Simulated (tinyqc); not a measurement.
One-electron ion in a basis of Gaussians, step by step. One step of it, computed by the program tinyqc.

Task: Matrices over normalised Gaussians. With p = a_i + a_j and I(k) = Gamma((k+1)/2) / (2 p^((k+1)/2)): S = I(2l+2), T = (2l+3) a_i a_j S / p, V = -Z I(2l+1), each divided by sqrt(S_ii S_jj).

exponents of r^l exp(-a r^2) (1/bohr^2): 0.045290  0.076250  0.128400  0.216100

Z = 3

l = 2

Give: S; T; V.

Result:

S, lower triangle:
```
        1       2       3       4
1  1.0000
2  0.8892  1.0000
3  0.6344  0.8891  1.0000
4  0.3773  0.6346  0.8894  1.0000
```

T (hartree), lower triangle:
```
        1       2       3       4
1  0.1585
2  0.1769  0.2669
3  0.1487  0.2978  0.4494
4  0.0989  0.2504  0.5014  0.7563
```

V (hartree), lower triangle:
```
         1        2        3        4
1  -0.5434
2  -0.5597  -0.7050
3  -0.4774  -0.7262  -0.9149
4  -0.3483  -0.6195  -0.9424  -1.1869
```
